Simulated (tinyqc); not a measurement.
From results back to parameters: static screening by free carriers. Three cases, with inputs chosen for the exercise.

Problem. At zero temperature the gas shows Friedel oscillations of period pi/kF and a Thomas-Fermi length 1/qTF; n and m are hidden.

kF = (3 pi^2 n/Mv)^(1/3), EF = c kF^2/m with c = hbar^2/2m0, n in 1/angstrom^3 (1e-24 per 1/cm^3), e2 = e^2/(4 pi eps0). Thomas-Fermi: qTF^2 = 6 pi e2 n/(eps EF). Debye: qD^2 = 4 pi e2 n/(eps kB T).

Constants: hbar^2/2m0 = 3.80998211 eV angstrom^2; e^2/(4 pi eps0) = 14.39964547 eV angstrom.

Case 1.

Values chosen (out of a larger set: near those of Si; not measured data): Mv = 6 (valleys); eps = 11.8 (background dielectric constant).

period = 203.098 angstrom
1/qTF = 12.8084 angstrom

Case 2.

Values chosen (out of a larger set: a free-electron density near that of Na; not measured data): Mv = 1 (valleys); eps = 1 (background dielectric constant).

period = 3.38497 angstrom
1/qTF = 0.669188 angstrom

Case 3.

Values chosen (out of a larger set: near those of Si; not measured data): Mv = 6 (valleys); eps = 12.3 (background dielectric constant).

period = 74.8220 angstrom
1/qTF = 8.01724 angstrom

Find: kF; n; m.

Solution. kF = pi/period and n = Mv kF^3/(3 pi^2); qTF^2 = 2 e2 Mv m kF/(pi eps c) then gives m.

Case 1.

kF = 0.01547 1/angstrom
n = 7.50e+17 1/cm^3
m = 0.322 m0

Case 2.

kF = 0.9281 1/angstrom
n = 2.70e+22 1/cm^3
m = 1.000 m0

Case 3.

kF = 0.04199 1/angstrom
n = 1.50e+19 1/cm^3
m = 0.316 m0

Computed by tinyqc, one run a case: `OMP_NUM_THREADS=1 python tinyqc.py N N+1 out.jsonl` with N = 1680921, 1680929, 1680933; one thread of a shared Intel(R) Xeon(R) Processor @ 2.30GHz, about 0.01 s a run at most.
